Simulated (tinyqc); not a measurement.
Comparisons within one model: Wannier function of the lower band of a two-orbital chain. A value that a table varies takes the place of the one given here.

H(k) = [[-d/2 - 2 ta cos k, -t1 - t2 exp(-ik)], [-t1 - t2 exp(ik), d/2 - 2 tb cos k]], k in 1/a, Bloch sums with exp(ikR) and without the positions inside the cell. Mesh k_j = 2 pi j/N. Projection gauge: each lower eigenvector u is multiplied by the phase that makes <trial|u> real and positive (the one-band case of Loewdin orthogonalisation). Wannier amplitudes w(R) = (1/N) sum_k exp(ikR) u(k); hoppings H(R) = (1/N) sum_k exp(-ikR) E(k).

Values chosen for the exercise: d = 0.72 eV (A at -d/2, B at +d/2); t1 = 2.4 eV (A-B in the cell); t2 = 0.29 eV (B to A of the next cell); ta = 0.19 eV (A-A between cells); tb = 0.31 eV (B-B between cells); xb = 0.58 a (position of B (A at 0)); th = 30 degrees (trial orbital cos(th) A + sin(th) B in cell 0).

## Convergence with the mesh

Centre and Omega_I from overlaps M_j = u_j^+ diag(1, exp(-i b xb)) u_(j+1), b = 2 pi/N: centre -(1/2 pi) sum arg M, Omega_I = (1/(N b^2)) sum (1 - |M|^2). Largest error of the Fourier interpolation on 41 points from 0 to pi.

Mesh:
```
N   centre (a)  Omega_I (a^2)  H(1) (eV)  largest error (meV)
3      0.23835        0.07308   -0.38107               12.514
4      0.24109        0.07761   -0.38419                0.542
6      0.24284        0.08107   -0.38403                0.043
8      0.24341        0.08233   -0.38403                0.003
12     0.24380        0.08325   -0.38403                0.000
16     0.24394        0.08358   -0.38403                0.000
24     0.24404        0.08381   -0.38403                0.000
```

What can be read from the table?

The interpolation error falls exponentially, from 0.5 meV at N = 4 to 0.000 at N = 12, because the hoppings decay exponentially for an isolated band (smallest gap 4.33 eV). Omega_I carries a finite-difference error and converges as a power: against the value 0.08399 on 400 points it is off by -0.00074 at N = 12 and -0.00019 at N = 24, an exponent of 2.00, near the limit 2.

## Choice of the trial orbital

N = 16. Centre, Omega_I and Omega_D from overlaps (b = 2 pi/N, M_j = u_j^+ diag(1, exp(-i b xb)) u_(j+1); Omega_D = (1/(N b^2)) sum (arg M_j + b centre)^2).

Trial angle:
```
th (deg)  smallest projection  centre (a)  Omega_I (a^2)  Omega_D (a^2)
0                       0.738      0.2439        0.08358        0.00050
15                      0.887      0.2439        0.08358        0.00004
30                      0.976      0.2439        0.08358        0.00003
45                      0.994      0.2439        0.08358        0.00029
60                      0.931      0.2439        0.08358        0.00082
75                      0.805      0.2439        0.08358        0.00182
90                      0.624      0.2439        0.08358        0.00398
```

What can be read from the table?

Omega_I is the same for all. Omega_D is smallest at 30 degrees (0.00003) and largest at 90 (0.00398). The centre does not move.

## Centre against ionicity

N = 24, d varied. Overlaps M_j = u_j^+ diag(1, exp(-i b xb)) u_(j+1), b = 2 pi/N; centre -(1/2 pi) sum arg M_j folded into [0, 1); Omega_I = (1/(N b^2)) sum (1 - |M_j|^2); charge moved is -2 times the shift of the centre from its value at d = 0 (a doubly filled band); weight on A averaged over the mesh.

Against d:
```
d (eV)  centre (a)  charge moved (e)  weight on A  Omega_I (a^2)
-6.0        0.5172           -0.4592        0.110         0.0330
-3.0        0.4442           -0.3133        0.235         0.0615
-1.5        0.3759           -0.1765        0.352         0.0783
-0.5        0.3182           -0.0612        0.450         0.0851
0.0         0.2876            0.0000        0.502         0.0860
0.5         0.2571            0.0609        0.553         0.0849
1.5         0.2004            0.1744        0.650         0.0778
3.0         0.1338            0.3076        0.765         0.0610
6.0         0.0624            0.4504        0.890         0.0330
```

What can be read from the table?

For large positive d the function sits on A (centre 0.062) and for large negative d on B at 0.58 (centre 0.517); at d = 0 it lies at 0.288, on the bond inside the cell, the stronger one. Among these rows the spread is largest at d = 0 eV.

## What each parameter does

N = 24: centre (folded into [0, 1)) and Omega_I from overlaps M_j = u_j^+ diag(1, exp(-i b xb)) u_(j+1), b = 2 pi/N: centre = -(1/2 pi) Im ln prod M_j, Omega_I = mean(1 - |M_j|^2)/b^2; and the first two hoppings H(R). Each row changes one parameter from the base and keeps the others.

Results:
```
case             centre (a)  Omega_I (a^2)  H(1) (eV)  H(2) (eV)
base                 0.2440         0.0838    -0.3840     0.0030
d = 1.02 eV          0.2267         0.0819    -0.3789     0.0026
t1 = 2.55 eV         0.2469         0.0838    -0.3848     0.0028
t2 = 0.19 eV         0.2452         0.0829    -0.3349     0.0007
ta = 0.29 eV         0.2458         0.0838    -0.4416     0.0041
xb = 0.63 a          0.2652         0.0985    -0.3840     0.0030
th = 40 degrees      0.2440         0.0838    -0.3840     0.0030
```

What does this show?

The largest shifts from the base row, up to three for each result and ties (the steps differ in size, so this ranks the rows, not the parameters). centre (a): xb +0.0212, d -0.0174, t1 +0.0028; unchanged at the printed digits by th. Omega_I (a^2): xb +0.0146, d -0.0019, t2 -0.0009; unchanged at the printed digits by t1, ta and th. H(1) (eV): ta -0.0576, t2 +0.0492, d +0.0051; unchanged at the printed digits by xb and th. H(2) (eV): t2 -0.0022, ta +0.0012, d -0.0003; unchanged at the printed digits by xb and th. The trial angle is a choice of gauge and moves none of these; xb enters the position operator alone, so it leaves the hoppings.

tinyqc: `OMP_NUM_THREADS=1 python tinyqc.py 1481054 1481055 out.jsonl`; about 0.1 s, one thread, shared Intel(R) Xeon(R) Processor @ 2.30GHz.
